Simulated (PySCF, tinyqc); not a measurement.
Worked calculation: RHF in the sto-6g basis, for H4, spin multiplicity 1. The lowest restricted solution is unstable here: a spin-polarised one lies 0.1382 hartree lower (PySCF). Computed by tinyqc, a small Python program that keeps every step (integrals from PySCF). Settings: charge = 0, multiplicity = 1, basis = sto-6g, energy threshold = 1e-08, iteration cap = 82, orthogonalisation = symmetric, start = Wolfsberg-Helmholz matrix, DIIS depth = 4, DIIS from iteration = 2, method = RHF. Command: `OMP_NUM_THREADS=1 python tinyqc.py 29786 29787 out.jsonl` (the two numbers bound the seeds that draw the settings). One thread of a shared host (Intel(R) Xeon(R) Processor @ 2.60GHz), about 0.04 s of CPU time with the checks. Later iterations appear only in the table of the cycle.

## One-electron integrals

Geometry (angstrom):

| atom | x | y | z |
|---|---|---|---|
| H | 0.000000 | 0.000000 | 0.000000 |
| H | 0.000000 | 0.000000 | 1.508000 |
| H | 0.000000 | 1.822000 | 0.000000 |
| H | 0.000000 | 1.822000 | 1.508000 |

Basis sto-6g: exponents (1/bohr^2) and contraction coefficients of normalised primitives:

| element | l (shell) | exponent | coefficient |
|---|---|---|---|
| H | s (1) | 35.523221 | 0.009164 |
| H | s (1) | 6.513144 | 0.049361 |
| H | s (1) | 1.822143 | 0.168538 |
| H | s (1) | 0.625955 | 0.370563 |
| H | s (1) | 0.243077 | 0.416492 |
| H | s (1) | 0.100112 | 0.130334 |

Overlap, kinetic and nuclear-attraction integrals over the contracted functions; the nuclear repulsion is the sum of Za Zb / Rab.

nuclear repulsion = 1.73018787 hartree

overlap S:
```
          1H 1s     2H 1s     3H 1s     4H 1s
1H 1s  1.000000  0.253909  0.158720  0.065743
2H 1s  0.253909  1.000000  0.065743  0.158720
3H 1s  0.158720  0.065743  1.000000  0.253909
4H 1s  0.065743  0.158720  0.253909  1.000000
```

kinetic energy T (hartree):
```
           1H 1s      2H 1s      3H 1s      4H 1s
1H 1s   0.768522   0.008358  -0.008648  -0.011165
2H 1s   0.008358   0.768522  -0.011165  -0.008648
3H 1s  -0.008648  -0.011165   0.768522   0.008358
4H 1s  -0.011165  -0.008648   0.008358   0.768522
```

nuclear attraction V (hartree):
```
           1H 1s      2H 1s      3H 1s      4H 1s
1H 1s  -2.102977  -0.463262  -0.277109  -0.115907
2H 1s  -0.463262  -2.102977  -0.115907  -0.277109
3H 1s  -0.277109  -0.115907  -2.102977  -0.463262
4H 1s  -0.115907  -0.277109  -0.463262  -2.102977
```

core Hamiltonian H = T + V (hartree):
```
           1H 1s      2H 1s      3H 1s      4H 1s
1H 1s  -1.334455  -0.454904  -0.285757  -0.127072
2H 1s  -0.454904  -1.334455  -0.127072  -0.285757
3H 1s  -0.285757  -0.127072  -1.334455  -0.454904
4H 1s  -0.127072  -0.285757  -0.454904  -1.334455
```

## Two-electron integrals

Functions are numbered as in S; the eight-fold symmetry (ij|kl) = (ji|kl) = (kl|ij) leaves the list below.

Two-electron integrals (ij|kl) in chemists' order, unique and non-zero (hartree):
```
(11|11) 0.774999   (21|11) 0.135664   (21|21) 0.036488   (22|11) 0.344159
(22|21) 0.135664   (22|22) 0.774999   (31|11) 0.077503   (31|21) 0.015894
(31|22) 0.046562   (31|31) 0.013290   (32|11) 0.024979   (32|21) 0.007076
(32|22) 0.027803   (32|31) 0.004526   (32|32) 0.002040   (33|11) 0.288533
(33|21) 0.067124   (33|22) 0.223537   (33|31) 0.077503   (33|32) 0.027803
(33|33) 0.774999   (41|11) 0.027803   (41|21) 0.007076   (41|22) 0.024979
(41|31) 0.004526   (41|32) 0.001991   (41|33) 0.024979   (41|41) 0.002040
(42|11) 0.046562   (42|21) 0.015894   (42|22) 0.077503   (42|31) 0.007976
(42|32) 0.004526   (42|33) 0.046562   (42|41) 0.004526   (42|42) 0.013290
(43|11) 0.067124   (43|21) 0.017890   (43|22) 0.067124   (43|31) 0.015894
(43|32) 0.007076   (43|33) 0.135664   (43|41) 0.007076   (43|42) 0.015894
(43|43) 0.036488   (44|11) 0.223537   (44|21) 0.067124   (44|22) 0.288533
(44|31) 0.046562   (44|32) 0.024979   (44|33) 0.344159   (44|41) 0.027803
(44|42) 0.077503   (44|43) 0.135664   (44|44) 0.774999
```

## Orthogonalisation

S = U s U^T; symmetric (Loewdin) form X = U s^(-1/2) U^T, so that X^T S X = 1.

eigenvalues of S: 0.653115  0.839068  1.029445  1.478372

X:
```
           1H 1s      2H 1s      3H 1s      4H 1s
1H 1s   1.034281  -0.130260  -0.077210  -0.004364
2H 1s  -0.130260   1.034281  -0.004364  -0.077210
3H 1s  -0.077210  -0.004364   1.034281  -0.130260
4H 1s  -0.004364  -0.077210  -0.130260   1.034281
```

## Starting guess

The start is the generalised Wolfsberg-Helmholz matrix (K = 1.75) built on H; D = 2 C_occ C_occ^T.

D at the start:
```
           1H 1s      2H 1s      3H 1s      4H 1s
1H 1s   0.823908   0.823908  -0.147489  -0.147489
2H 1s   0.823908   0.823908  -0.147489  -0.147489
3H 1s  -0.147489  -0.147489   0.823908   0.823908
4H 1s  -0.147489  -0.147489   0.823908   0.823908
```

## Iteration 1: building the Fock matrix

J_ij = sum D_kl (ij|kl), K_ij = sum D_kl (ik|jl); F = H + J - 0.5 K; E = tr D H + tr D J / 2 - 0.25 tr D K + E_nn.

Coulomb J (hartree):
```
          1H 1s     2H 1s     3H 1s     4H 1s
1H 1s  1.625974  0.410210  0.247875  0.106437
2H 1s  0.410210  1.625974  0.106437  0.247875
3H 1s  0.247875  0.106437  1.625974  0.410210
4H 1s  0.106437  0.247875  0.410210  1.625974
```

exchange K (hartree):
```
          1H 1s     2H 1s     3H 1s     4H 1s
1H 1s  0.874391  0.524959  0.138141  0.102170
2H 1s  0.524959  0.874391  0.102170  0.138141
3H 1s  0.138141  0.102170  0.874391  0.524959
4H 1s  0.102170  0.138141  0.524959  0.874391
```

Fock matrix F (hartree):
```
           1H 1s      2H 1s      3H 1s      4H 1s
1H 1s  -0.145677  -0.307173  -0.106953  -0.071720
2H 1s  -0.307173  -0.145677  -0.071720  -0.106953
3H 1s  -0.106953  -0.071720  -0.145677  -0.307173
4H 1s  -0.071720  -0.106953  -0.307173  -0.145677
```

total energy of this density = -1.79008199 hartree

## Iteration 1: diagonalisation and new density

Diagonalise F' = X^T F X, C = X C', fill 2 alpha and 2 beta electrons from the bottom; D = 2 C_occ C_occ^T. Each column has its largest component positive (the first on a tie).

F' = X^T F X (hartree):
```
           1          2          3          4
1  -0.060453  -0.286302  -0.077894  -0.002526
2  -0.286302  -0.060453  -0.002526  -0.077894
3  -0.077894  -0.002526  -0.060453  -0.286302
4  -0.002526  -0.077894  -0.286302  -0.060453
```

orbital energies (hartree): MO1 -0.427175, MO2 -0.266335, MO3 0.150482, MO4 0.301217

coefficients C:
```
            MO1        MO2        MO3        MO4
1H 1s  0.411224   0.492797   0.545848   0.618693
2H 1s  0.411224   0.492797  -0.545848  -0.618693
3H 1s  0.411224  -0.492797   0.545848  -0.618693
4H 1s  0.411224  -0.492797  -0.545848   0.618693
```

D after iteration 1:
```
           1H 1s      2H 1s      3H 1s      4H 1s
1H 1s   0.823908   0.823908  -0.147489  -0.147489
2H 1s   0.823908   0.823908  -0.147489  -0.147489
3H 1s  -0.147489  -0.147489   0.823908   0.823908
4H 1s  -0.147489  -0.147489   0.823908   0.823908
```

## Iteration 2: building the Fock matrix

As before.

Coulomb J (hartree):
```
          1H 1s     2H 1s     3H 1s     4H 1s
1H 1s  1.625974  0.410210  0.247875  0.106437
2H 1s  0.410210  1.625974  0.106437  0.247875
3H 1s  0.247875  0.106437  1.625974  0.410210
4H 1s  0.106437  0.247875  0.410210  1.625974
```

exchange K (hartree):
```
          1H 1s     2H 1s     3H 1s     4H 1s
1H 1s  0.874391  0.524959  0.138141  0.102170
2H 1s  0.524959  0.874391  0.102170  0.138141
3H 1s  0.138141  0.102170  0.874391  0.524959
4H 1s  0.102170  0.138141  0.524959  0.874391
```

Fock matrix F (hartree):
```
           1H 1s      2H 1s      3H 1s      4H 1s
1H 1s  -0.145677  -0.307173  -0.106953  -0.071720
2H 1s  -0.307173  -0.145677  -0.071720  -0.106953
3H 1s  -0.106953  -0.071720  -0.145677  -0.307173
4H 1s  -0.071720  -0.106953  -0.307173  -0.145677
```

total energy of this density = -1.79008199 hartree

## Iteration 2 (converged): orbitals

As before.

F' = X^T F X (hartree):
```
           1          2          3          4
1  -0.060453  -0.286302  -0.077894  -0.002526
2  -0.286302  -0.060453  -0.002526  -0.077894
3  -0.077894  -0.002526  -0.060453  -0.286302
4  -0.002526  -0.077894  -0.286302  -0.060453
```

orbital energies (hartree): MO1 -0.427175, MO2 -0.266335, MO3 0.150482, MO4 0.301217

coefficients C:
```
            MO1        MO2        MO3        MO4
1H 1s  0.411224   0.492797   0.545848   0.618693
2H 1s  0.411224   0.492797  -0.545848  -0.618693
3H 1s  0.411224  -0.492797   0.545848  -0.618693
4H 1s  0.411224  -0.492797  -0.545848   0.618693
```

D after iteration 2:
```
           1H 1s      2H 1s      3H 1s      4H 1s
1H 1s   0.823908   0.823908  -0.147489  -0.147489
2H 1s   0.823908   0.823908  -0.147489  -0.147489
3H 1s  -0.147489  -0.147489   0.823908   0.823908
4H 1s  -0.147489  -0.147489   0.823908   0.823908
```

## Convergence

Stop when the energy changes by less than 1e-08 hartree and every element of the error matrix X^T (F D S - S D F) X is below 3e-05.

Course of the cycle:

| iteration | E (hartree) | change | largest element of the error matrix |
|---|---|---|---|
| 1 | -1.79008199 | - | 1.78e-15 |
| 2 | -1.79008199 | -1.33e-15 | 7.44e-16 |

PySCF RHF in the same basis = -1.79008199 hartree

Converged in 2 iterations.

## Populations, bond orders and dipole

Mulliken: Z minus the diagonal of D S on the atom; Loewdin: the same with S^(1/2) D S^(1/2); Mayer order: 2 sum_s sum (D(s) S)_ij (D(s) S)_ji over the two atoms.

Charges (e):

| atom | Mulliken | Loewdin |
|---|---|---|
| 1H | 0 | 0 |
| 2H | 0 | 0 |
| 3H | 0 | 0 |
| 4H | 0 | 0 |

Mayer bond orders:

| pair | order |
|---|---|
| 2-1 | 1.000000 |
| 3-1 | 0 |
| 3-2 | 0 |
| 4-1 | 0 |
| 4-2 | 0 |
| 4-3 | 1.000000 |

dipole moment about the origin, x y z (debye): 0.000000  0.000000  0.000000
